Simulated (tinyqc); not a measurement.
Three voltage laws: time-dependent dielectric breakdown: cell percolation, Weibull statistics, area scaling and voltage extrapolation. Computed by tinyqc, a small Python program. Command: `OMP_NUM_THREADS=1 python tinyqc.py 3020583 3020584 out.jsonl tddb walk`. One thread of a shared host (Intel(R) Xeon(R) Processor @ 2.30GHz), about 0.01 s of CPU time with the checks.

The oxide is divided into columns of area a^2, each holding m = t_ox/a cells (m is taken as continuous). A share lambda(t) = (t/t_1)^alpha of the cells is defective, and a column whose cells are all defective breaks down.

Inputs (values chosen for the exercise, for a model gate oxide): oxide thickness t_ox = 3.9 nm; defect cell size a = 1 nm; exponent alpha of defect growth = 0.31; time t_1 at which the occupied share would reach 1 = 2.3e+11 s; test area A = 70 um^2; product area A_u = 1e+06 um^2; stress voltage V = 4.82 V; use voltage V_u = 2.5 V; local exponent n = -d ln t/d ln V at the stress voltage = 38; activation energy E_a = 0.75 eV; stress temperature T = 105 C; use temperature T_u = 55 C; allowed failure fraction F = 0.01.

Voltage law used: power.

Constants: k_B = 8.617333262e-05 eV/K.

Method:
- Failure fraction F = 1 - (1 - lambda^m)^N with N = A/a^2 columns, which for small lambda^m is 1 - exp(-(t/t63)^beta) with beta = alpha m and t63 = t_1 N^(-1/beta); critical share lambda(t63) = N^(-1/m). 1 um^2 = 1e6 nm^2.
- All three voltage laws share the slope n at the stress voltage. Factor t(V_u)/t(V): E law exp(n (1 - V_u/V)); 1/E law exp(n (V/V_u - 1)); power law (V/V_u)^n.
- Temperatures in kelvin are T(C) + 273.15.
- Temperature factor exp[(E_a/k_B)(1/T_u - 1/T)]; area factor (A/A_u)^(1/beta); percentile factor (-ln(1 - F))^(1/beta); life = t63 x all four; 1 year = 3.15576e7 s.
- Life = t63 x voltage, temperature, area and percentile factors, the last three as above.

projected life = 43822.6 years

voltage factor = 6.82444e+10

Log10 of the life in years:
```
V_u/V  V_u (V)    E law  1/E law  power law
1.00     4.820  -6.1924   -6.192    -6.1924
0.95     4.579  -5.3672   -5.324    -5.3459
0.90     4.338  -4.5420   -4.359    -4.4536
0.80     3.856  -2.8917   -2.067    -2.5098
0.70     3.374  -1.2414    0.880    -0.3061
0.60     2.892   0.4089    4.810     2.2379
0.50     2.410   2.0592   10.311     5.2468
0.40     1.928   3.7095   18.562     8.9294
```

What does the comparison show, and why?

At V_u/V = 0.9 the laws differ by 0.18 decades at most, and at 0.5 by 8.3. The E law is the most cautious and the 1/E law the most hopeful. Ten years are reached at V_u/V = 0.564 (E), 0.696 (1/E), 0.647 (power). Caution: t_1 is an input here; in a real oxide it changes with thickness at fixed voltage. Caution: a voltage factor of more than nine decades rests wholly on the chosen law and cannot be tested. Caution: the rows at low voltage extrapolate over many decades and cannot be tested.
